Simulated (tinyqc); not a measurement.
Worked calculation: Hubbard chain of 6 sites. One step of it, computed by the program tinyqc.

Problem. Mean-field iteration 1. H(up) = T + U n(down), H(down) = T + U n(up); fill the lowest levels; n(new) = n + mixing (n(out) - n); E = tr T (rho up + rho down) + U sum n_up n_down of the output.

one-body matrix (hopping and site energies) (eV):
```
           1          2          3          4          5          6
1   0.000000  -0.880000   0.000000   0.000000   0.000000   0.000000
2  -0.880000   0.000000  -0.880000   0.000000   0.000000   0.000000
3   0.000000  -0.880000   0.000000  -0.880000   0.000000   0.000000
4   0.000000   0.000000  -0.880000   0.000000  -0.880000   0.000000
5   0.000000   0.000000   0.000000  -0.880000   0.000000  -0.880000
6   0.000000   0.000000   0.000000   0.000000  -0.880000   0.000000
```

U = 3.900000 eV

electrons, up and down: 3  3

mixing = 1

n(up) at the start (a guess, not normalised): 1 0.500000, 2 0.500000, 3 0.500000, 4 0.500000, 5 0.500000, 6 0.500000

n(down) at the start (a guess): 1 0.500000, 2 0.500000, 3 0.500000, 4 0.500000, 5 0.500000, 6 0.500000

Give: levels, up; levels, down; energy; n(up) after iteration 1; n(down) after iteration 1.

Solution.

levels, up (eV): 0.3643  0.8527  1.5584  2.3416  3.0473  3.5357

levels, down (eV): 0.3643  0.8527  1.5584  2.3416  3.0473  3.5357

energy = -0.2994 eV

n(up) after iteration 1: 1 0.5000, 2 0.5000, 3 0.5000, 4 0.5000, 5 0.5000, 6 0.5000

n(down) after iteration 1: 1 0.5000, 2 0.5000, 3 0.5000, 4 0.5000, 5 0.5000, 6 0.5000
